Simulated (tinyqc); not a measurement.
Inside a calculation. Method: coupled-perturbed Hartree-Fock on RHF in the 6-311g basis, for H2, spin multiplicity 1. One step of it, computed by the program tinyqc.

Task: Integrals over molecular orbitals. (pq|rs) = sum C_ip C_jq C_kr C_ls (ij|kl), one index at a time.

coefficients C:
```
            MO1        MO2        MO3        MO4        MO5        MO6
1H 1s  0.182995   0.086290  -0.047668  -0.092446  -1.107456  -1.108177
1H 2s  0.300314  -0.006433  -0.739369  -1.615535   1.224978   1.744595
1H 3s  0.135934   2.056745   0.857841   2.096287  -0.484530  -1.151591
2H 1s  0.182995  -0.086290  -0.047668   0.092446  -1.107456   1.108177
2H 2s  0.300314   0.006433  -0.739369   1.615535   1.224978  -1.744595
2H 3s  0.135934  -2.056745   0.857841  -2.096287  -0.484530   1.151591
```

core Hamiltonian H = T + V (hartree), lower triangle:
```
           1H 1s      1H 2s      1H 3s      2H 1s      2H 2s      2H 3s
1H 1s  -0.465228
1H 2s  -0.973333  -1.026312
1H 3s  -0.651272  -0.834643  -0.798479
2H 1s  -0.538871  -0.682052  -0.547212  -0.465228
2H 2s  -0.682052  -0.859654  -0.750099  -0.973333  -1.026312
2H 3s  -0.547212  -0.750099  -0.748145  -0.651272  -0.834643  -0.798479
```

Two-electron integrals (ij|kl) in chemists' order, unique and non-zero (hartree):
```
(11|11) 1.393035   (21|11) 0.822971   (21|21) 0.509703   (22|11) 0.822904
(22|21) 0.543028   (22|22) 0.644106   (31|11) 0.411256   (31|21) 0.257757
(31|22) 0.279868   (31|31) 0.130794   (32|11) 0.543681   (32|21) 0.365771
(32|22) 0.452669   (32|31) 0.189803   (32|32) 0.325140   (33|11) 0.494021
(33|21) 0.340115   (33|22) 0.445993   (33|31) 0.178035   (33|32) 0.331779
(33|33) 0.361682   (41|11) 0.226359   (41|21) 0.144224   (41|22) 0.159926
(41|31) 0.073489   (41|32) 0.109088   (41|33) 0.102960   (41|41) 0.058415
(42|11) 0.294208   (42|21) 0.198243   (42|22) 0.242921   (42|31) 0.102807
(42|32) 0.172541   (42|33) 0.171962   (42|41) 0.087807   (42|42) 0.153245
(43|11) 0.201256   (43|21) 0.137425   (43|22) 0.173686   (43|31) 0.071620
(43|32) 0.125336   (43|33) 0.127984   (43|41) 0.061429   (43|42) 0.112560
(43|43) 0.084402   (44|11) 0.650486   (44|21) 0.450604   (44|22) 0.581133
(44|31) 0.235844   (44|32) 0.421016   (44|33) 0.430009   (44|41) 0.226359
(44|42) 0.436982   (44|43) 0.329036   (44|44) 1.393035   (51|11) 0.436982
(51|21) 0.272807   (51|22) 0.294287   (51|31) 0.138271   (51|32) 0.199097
(51|33) 0.186161   (51|41) 0.087807   (51|42) 0.124639   (51|43) 0.086733
(51|44) 0.294208   (51|51) 0.153245   (52|11) 0.512545   (52|21) 0.342314
(52|22) 0.416437   (52|31) 0.177156   (52|32) 0.296301   (52|33) 0.297536
(52|41) 0.120639   (52|42) 0.198829   (52|43) 0.145539   (52|44) 0.512545
(52|51) 0.198829   (52|52) 0.304164   (53|11) 0.388930   (53|21) 0.265218
(53|22) 0.338910   (53|31) 0.138310   (53|32) 0.247861   (53|33) 0.260991
(53|41) 0.095672   (53|42) 0.168036   (53|43) 0.126559   (53|44) 0.446807
(53|51) 0.155514   (53|52) 0.256410   (53|53) 0.226904   (54|11) 0.450604
(54|21) 0.310218   (54|22) 0.398312   (54|31) 0.162120   (54|32) 0.289329
(54|33) 0.297991   (54|41) 0.144224   (54|42) 0.272807   (54|43) 0.206416
(54|44) 0.822971   (54|51) 0.198243   (54|52) 0.342314   (54|53) 0.301051
(54|54) 0.509703   (55|11) 0.581133   (55|21) 0.398312   (55|22) 0.513638
(55|31) 0.208064   (55|32) 0.376848   (55|33) 0.397824   (55|41) 0.159926
(55|42) 0.294287   (55|43) 0.224460   (55|44) 0.822904   (55|51) 0.242921
(55|52) 0.416437   (55|53) 0.373884   (55|54) 0.543028   (55|55) 0.644106
(61|11) 0.329036   (61|21) 0.206416   (61|22) 0.224460   (61|31) 0.104770
(61|32) 0.152312   (61|33) 0.142972   (61|41) 0.061429   (61|42) 0.086733
(61|43) 0.060478   (61|44) 0.201256   (61|51) 0.112560   (61|52) 0.145539
(61|53) 0.113914   (61|54) 0.137425   (61|55) 0.173686   (61|61) 0.084402
(62|11) 0.446807   (62|21) 0.301051   (62|22) 0.373884   (62|31) 0.156304
(62|32) 0.269071   (62|33) 0.275474   (62|41) 0.095672   (62|42) 0.155514
(62|43) 0.113914   (62|44) 0.388930   (62|51) 0.168036   (62|52) 0.256410
(62|53) 0.217184   (62|54) 0.265218   (62|55) 0.338910   (62|61) 0.126559
(62|62) 0.226904   (63|11) 0.423278   (63|21) 0.291932   (63|22) 0.384673
(63|31) 0.152921   (63|32) 0.287095   (63|33) 0.315109   (63|41) 0.094792
(63|42) 0.164356   (63|43) 0.124061   (63|44) 0.423278   (63|51) 0.164356
(63|52) 0.272289   (63|53) 0.244476   (63|54) 0.291932   (63|55) 0.384673
(63|61) 0.124061   (63|62) 0.244476   (63|63) 0.285485   (64|11) 0.235844
(64|21) 0.162120   (64|22) 0.208064   (64|31) 0.084698   (64|32) 0.151324
(64|33) 0.156389   (64|41) 0.073489   (64|42) 0.138271   (64|43) 0.104770
(64|44) 0.411256   (64|51) 0.102807   (64|52) 0.177156   (64|53) 0.156304
(64|54) 0.257757   (64|55) 0.279868   (64|61) 0.071620   (64|62) 0.138310
(64|63) 0.152921   (64|64) 0.130794   (65|11) 0.421016   (65|21) 0.289329
(65|22) 0.376848   (65|31) 0.151324   (65|32) 0.278730   (65|33) 0.299560
(65|41) 0.109088   (65|42) 0.199097   (65|43) 0.152312   (65|44) 0.543681
(65|51) 0.172541   (65|52) 0.296301   (65|53) 0.269071   (65|54) 0.365771
(65|55) 0.452669   (65|61) 0.125336   (65|62) 0.247861   (65|63) 0.287095
(65|64) 0.189803   (65|65) 0.325140   (66|11) 0.430009   (66|21) 0.297991
(66|22) 0.397824   (66|31) 0.156389   (66|32) 0.299560   (66|33) 0.335075
(66|41) 0.102960   (66|42) 0.186161   (66|43) 0.142972   (66|44) 0.494021
(66|51) 0.171962   (66|52) 0.297536   (66|53) 0.275474   (66|54) 0.340115
(66|55) 0.445993   (66|61) 0.127984   (66|62) 0.260991   (66|63) 0.315109
(66|64) 0.178035   (66|65) 0.331779   (66|66) 0.361682
```

Give: one-electron integrals over orbitals h = C^T H C; Two-electron integrals over orbitals.

Result:

one-electron integrals over orbitals h = C^T H C (hartree), lower triangle:
```
        1       2       3       4      5      6
1  -1.207
2   0.000  -0.494
3   0.131   0.000  -0.360
4   0.000   0.208   0.000  -0.259
5   0.089   0.000  -0.166   0.000  1.324
6   0.000   0.023   0.000  -0.223  0.000  1.434
```

Two-electron integrals over orbitals (pq|rs), unique and non-zero (hartree):
```
(11|11) 0.629       (21|21) 0.051       (22|11) 0.352       (22|22) 0.301
(31|11) -0.131      (31|22) -0.027      (31|31) 0.055       (32|21) 0.022
(32|32) 0.038       (33|11) 0.363       (33|22) 0.275       (33|31) -0.037
(33|33) 0.282       (41|21) -0.066      (41|32) -0.005      (41|41) 0.104
(42|11) -0.137      (42|22) -0.047      (42|31) 0.041       (42|33) -0.047
(42|42) 0.056       (43|21) 0.034       (43|32) 0.018       (43|41) -0.043
(43|43) 0.029       (44|11) 0.494       (44|22) 0.328       (44|31) -0.082
(44|33) 0.313       (44|42) -0.103      (44|44) 0.430       (51|11) -0.089
(51|22) -0.011      (51|31) 0.049       (51|33) -0.023      (51|42) 0.026
(51|44) -0.057      (51|51) 0.085       (52|21) -1.48e-03   (52|32) 3.14e-03
(52|41) 0.008       (52|43) -0.008      (52|52) 0.012       (53|11) 0.107
(53|22) 0.032       (53|31) -0.039      (53|33) 0.035       (53|42) -0.035
(53|44) 0.073       (53|51) -0.044      (53|53) 0.036       (54|21) 0.008
(54|32) -0.019      (54|41) -0.031      (54|43) 0.011       (54|52) -0.018
(54|54) 0.043       (55|11) 0.629       (55|22) 0.345       (55|31) -0.136
(55|33) 0.360       (55|42) -0.137      (55|44) 0.493       (55|51) -0.126
(55|53) 0.123       (55|55) 0.676       (61|21) -0.029      (61|32) 0.015
(61|41) 0.064       (61|43) -0.030      (61|52) 0.027       (61|54) -0.058
(61|61) 0.092       (62|11) -0.026      (62|22) 0.011       (62|31) 0.021
(62|33) -1.44e-03   (62|42) 4.50e-03    (62|44) -0.011      (62|51) 0.035
(62|53) -0.015      (62|55) -0.043      (62|62) 0.022       (63|21) 0.030
(63|32) -1.42e-03   (63|41) -0.051      (63|43) 0.021       (63|52) -0.009
(63|54) 0.028       (63|61) -0.048      (63|63) 0.033       (64|11) 0.144
(64|22) 0.027       (64|31) -0.061      (64|33) 0.044       (64|42) -0.045
(64|44) 0.092       (64|51) -0.077      (64|53) 0.051       (64|55) 0.174
(64|62) -0.035      (64|64) 0.089       (65|21) 0.087       (65|32) 0.007
(65|41) -0.140      (65|43) 0.066       (65|52) -0.031      (65|54) 0.076
(65|61) -0.134      (65|63) 0.088       (65|65) 0.257       (66|11) 0.665
(66|22) 0.362       (66|31) -0.154      (66|33) 0.369       (66|42) -0.152
(66|44) 0.529       (66|51) -0.163      (66|53) 0.143       (66|55) 0.727
(66|62) -0.054      (66|64) 0.204       (66|66) 0.806
```
